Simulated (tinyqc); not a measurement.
Sensitivity of the reflectance: thin-film optics by transfer matrices.

Indices N = n + i k. Snell: N0 sin(theta) = N_j sin(theta_j), with Im(N_j cos theta_j) >= 0. Admittance y_j = N_j cos theta_j for s and N_j/cos theta_j for p. Phase delta_j = 2 pi N_j cos theta_j d_j/lambda. Layer matrix [[cos delta, -i sin delta/y], [-i y sin delta, cos delta]], multiplied from the top down to M. (B, C) = M (1, y_sub); r = (y0 B - C)/(y0 B + C), R = |r|^2, T = 4 Re y0 Re y_sub/|y0 B + C|^2, absorbed in the films 1 - R - T.

Inputs chosen for the exercise (indices near those of HfO2, SiO2 on Si; shifted at random, so the results belong to these values and not to a real crystal): lam = 633 nm (vacuum wavelength); n0 = 1 (ambient index); n = (2.046, 1.46, 3.946) (n of HfO2, SiO2, substrate); k = (0, 0, 0.019) (k in the same order); d = (7.5, 361) nm (thicknesses, top first); theta = 70 degrees (angle of incidence).

R for both polarisations.

Results for these values:

| case | R_s | R_p | T_s |
|---|---|---|---|
| base | 0.3361 | 0.2087 | 0.6639 |

What happens to each result for k = (0, 0, 0.031), all else kept?

Answer: R_s falls from 0.3361 to 0.3352; R_p rises from 0.2087 to 0.2091; T_s rises from 0.6639 to 0.6648.

The same for each parameter in turn:

| case | R_s | R_p | T_s |
|---|---|---|---|
| base | 0.3361 | 0.2087 | 0.6639 |
| d = (12.5, 361) nm | 0.2129 | 0.2172 | 0.7871 |
| n = (2.087, 1.46, 3.946) | 0.3269 | 0.2080 | 0.6731 |
| k = (0, 0, 0.031) | 0.3352 | 0.2091 | 0.6648 |
| lam = 638 nm | 0.3640 | 0.2017 | 0.6360 |
| theta = 75 degrees | 0.4877 | 0.2609 | 0.5123 |

Program tinyqc; command `OMP_NUM_THREADS=1 python tinyqc.py 1651047 1651048 out.jsonl`; about 0.01 s on one thread of a shared Intel(R) Xeon(R) Processor @ 2.30GHz.
